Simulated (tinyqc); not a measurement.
Inside a calculation. Model: hexagonal on-chip spiral inductor, lumped pi model.

Numbers from tinyqc (`OMP_NUM_THREADS=1 python tinyqc.py 2302110 2302111 out.jsonl`; about 0.01 s on one thread of a shared Intel Xeon 2.30GHz). Printed values are rounded.

Outer diameter do = di + 2 n wd + 2 (n - 1) sp, mean da = (do + di)/2, fill p = (do - di)/(do + di), length l = 3.464 n da. L = 2.33 mu0 n^2 da/(1 + 3.82 p), mu0 = 4 pi 1e-7 H/m. Rs = rho l/(wd delta (1 - exp(-th/delta))), delta = sqrt(rho/(pi f mu0)). Cs = n wd^2 eps0 eo/hu across the coil. At each end Cox = l wd eps0 eo/(2 ho) leads to the substrate branch Rsi = 2 rs he/(l wd) in parallel with Csi = l wd eps0 11.7/(2 he). With one end grounded Y = 1/(Rs + i w L) + i w Cs + 1/[1/(i w Cox) + 1/(1/Rsi + i w Csi)], w = 2 pi f; Q = -Im Y/Re Y. Eddy currents in neighbouring turns and in the substrate are left out.

Values chosen for this exercise; values of the order met in silicon radio-frequency processes: number of turns n = 1.5; line width wd = 6 um; space between turns sp = 1.5 um; inner diameter di = 80 um; metal thickness th = 4 um; metal resistivity rho = 3 uohm cm; oxide below the coil ho = 6.9 um; oxide between coil and underpass hu = 1.2 um; relative permittivity of the oxide eo = 3; substrate resistivity rs = 100 ohm cm; effective spreading depth in the substrate he = 80 um; frequency f = 4.8 GHz.

Constants: eps0 = 8.8541878128e-12 F/m. Results are converted to the units shown.

## Geometry and model elements

do, l, L, delta, Rs, Cs, Cox, Rsi and Csi as defined.

do = 99.5 um
l = 466.341 um
L = 0.417860 nH
delta = 1.25823 um
Rs = 1.93365 ohm
Cs = 1.19532 fF
Cox = 5.38574 fF
Rsi = 57182.8 ohm
Csi = 1.81163 fF

Rs is 3.32 times the direct-current value in this empirical form, which overstates the skin effect of a flat slab when delta is near th and so stands in for some current crowding.

## Admittance, quality factor and apparent inductance

Series branch 1/(Rs + i w L), substrate branch, total Y, Q = -Im Y/Re Y, apparent inductance Im(1/Y)/w, metal-only value w L/Rs, share of the loss in the substrate Re(substrate branch)/Re Y.

series branch = 11.8951-77.5251i mS
substrate branch = 0.0097290+0.0416686i mS
Y = 11.9048-77.4474i mS
Q = 6.50554
apparent inductance = 0.418244 nH
w L/Rs = 6.51739
share of the loss in the substrate = 0.0817231 %

Q is 99.8 % of the metal-only value.
